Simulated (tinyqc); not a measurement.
Inside a calculation. Model: regular and subregular solution with a miscibility gap. Computed by tinyqc, a small Python program that keeps every step. Command: `OMP_NUM_THREADS=1 python tinyqc.py 3007501 3007502 out.jsonl regsol walk`. One thread of a shared host (Intel(R) Xeon(R) Processor @ 2.30GHz), about 0.02 s of CPU time with the checks. Intermediate numbers are printed to about 5 digits and carried at full precision; extremes and crossings named in words are read from the listed rows.

Per mole of mixing sites: G(x) = x (1 - x) [L0 + L1 (1 - 2x)] + R T [x ln x + (1 - x) ln(1 - x)], x the fraction of B.

Inputs (values chosen for the exercise, for a model alloy): interaction L0 = 18.6 kJ/mol; size misfit eta = d ln a/dx = 0.024; asymmetry L1 = 0 kJ/mol; temperature T = 716 K; overall fraction x0 = 0.72; coherency modulus Y = 132 GPa; molar volume V_m = 26.6 cm^3/mol; gradient coefficient kappa = 1e-09 J/m; start value s0 = 0.01.

Source of L0: given.

Constants: R = 8.314462618 J/(mol K).

## Interaction parameter

L0 and eta are given.

L0 = 18.6 kJ/mol

eta = 0.024

## G, chemical potentials and activities

G' = L0 (1 - 2x) + L1 (1 - 6x + 6x^2) + R T ln[x/(1 - x)]; G'' = -2 L0 - 6 L1 (1 - 2x) + R T/[x (1 - x)]. mu_A = G - x G', mu_B = G + (1 - x) G', activity = exp(mu/(R T)).

G, G'' and activities at x = 0.02, 0.1, 0.2, 0.35, 0.5, 0.65, 0.8, 0.9, 0.98:
```
x     G (kJ/mol)  G'' (kJ/mol)  activity of A  activity of B
0.02    -0.21908        266.53         0.9812         0.4020
0.10    -0.26127         28.95         0.9286         1.2563
0.20    -0.00297          0.01         0.9065         1.4772
0.35     0.37715        -11.03         0.9531         1.3103
0.50     0.52359        -13.39         1.0919         1.0919
0.65     0.37715        -11.03         1.3103         0.9531
0.80    -0.00297          0.01         1.4772         0.9065
0.90    -0.26127         28.95         1.2563         0.9286
0.98    -0.21908        266.53         0.4020         0.9812
```

G'' is negative at 3 of the nine compositions (0.35, 0.5, 0.65), where the solution is unstable.

## Critical point

The spinodal is G'' = 0, R T_s(x) = x (1 - x) [2 L0 + 6 L1 (1 - 2x)]; the critical point is its maximum.

critical composition x_c = 0.5

critical temperature T_c = 1118.5 K

With L1 = 0 this is x_c = 1/2 and T_c = L0/(2 R).

## Spinodal at T

Solve G'' = 0 on each side of x_c.

spinodal x_s1 = 0.20005

spinodal x_s2 = 0.79995

## First Newton step for the common tangent

Common tangent: F1 = G'(x1) - G'(x2) = 0 and F2 = [G - x G'](x1) - [G - x G'](x2) = 0. Newton step: J = [[G''(x1), -G''(x2)], [-x1 G''(x1), x2 G''(x2)]], J dx = -F; a step that would leave 0 < x < 1 is halved until it stays inside. The start is x1 = s0, x2 = 1 - s0.

F (kJ/mol): F1 -18.255, F2 9.127

J (kJ/mol):
```
[[564.13, -564.13],
 [-5.64, 558.49]]
```

new (x1, x2): [0.02618, 0.97382]

## Binodal by Newton steps

Stop when the step is below 1e-12, or when x1 and x2 meet within 1e-5; residuals under 1e-7 are shown as 0.

Iteration:
```
step        x1       x2  F1 (kJ/mol)  F2 (kJ/mol)
1     0.010000  0.99000  -1.8255e+01   9.1275e+00
2     0.026180  0.97382  -7.8039e+00   3.9019e+00
3     0.046056  0.95394  -2.3115e+00   1.1558e+00
4     0.057814  0.94219  -3.3155e-01   1.6578e-01
5     0.060113  0.93989  -9.1404e-03   4.5702e-03
6     0.060181  0.93982  -7.3695e-06   3.6847e-06
7     0.060181  0.93982            0            0
```

solubility limit x1 = 0.060181

solubility limit x2 = 0.93982

Converged: the gap runs from 0.06018 to 0.9398, outside the spinodal as it must.

## Lever rule at x0

Inside the gap the B-rich phase has the fraction f = (x0 - x1)/(x2 - x1), and the gain is (1 - f) G(x1) + f G(x2) - G(x0); outside it one phase remains.

fraction f of the B-rich phase = 0.75010

free energy of decomposition = -521.95 J/mol

x0 lies inside the chemical spinodal: coherency strain aside, small waves of composition grow without a barrier.

## Fastest-growing wave

Linear Cahn-Hilliard theory, coherency strain left out, with energy density G/V_m + kappa (grad x)^2: the rate goes as -k^2 (G''/V_m + 2 kappa k^2), so k_c^2 = -G''/(2 kappa V_m), the fastest wave has k_m = k_c/sqrt(2) and length 2 pi/k_m.

G''(x0) = -7.6705 kJ/mol

k_c = 0.37971 1/nm

fastest wavelength = 23.401 nm

## Coherent spinodal

If the lattice stays coherent, G'' gains 2 eta^2 Y V_m (eta = d ln a/dx, Y the biaxial modulus, E/(1 - nu) if isotropic), which is L0 replaced by L0 - eta^2 Y V_m (1 GPa cm^3/mol = 1 kJ/mol); the program reports 0 if the result is not positive.

eta^2 Y V_m = 2.0225 kJ/mol

top of the coherent spinodal = 996.91 K

Coherency strain lowers the top by 122 K.

## The phase diagram

For this table each start is x_s1/6 and 1 - (1 - x_s2)/6. The dilute estimate of x1 is exp(-(L0 + L1)/(R T)).

Binodal and spinodal:
```
T (K)  binodal x1  spinodal x_s1  spinodal x_s2  binodal x2  dilute estimate of x1
447     0.0071531        0.11258        0.88742     0.99285              0.0067069
559      0.021202        0.14636        0.85364     0.97880               0.018281
671      0.046300        0.18373        0.81627     0.95370               0.035653
783      0.085694        0.22615        0.77385     0.91431               0.057438
895       0.14491        0.27648        0.72352     0.85509               0.082125
1007      0.23763        0.34211        0.65789     0.76237                0.10844
1074      0.32997        0.40023        0.59977     0.67003                0.12456
```

The dilute estimate is 0.94 of x1 at the lowest T and 0.38 at the highest: it drops the pull of the other solutes and the impurity of the second phase. Near the top the binodal is 1.70 times as wide as the spinodal; the mean-field limit at T_c is sqrt(3) = 1.73.

Checks made by the program: binodal against the lower hull of G on 40001 points (relative difference 5e-06).
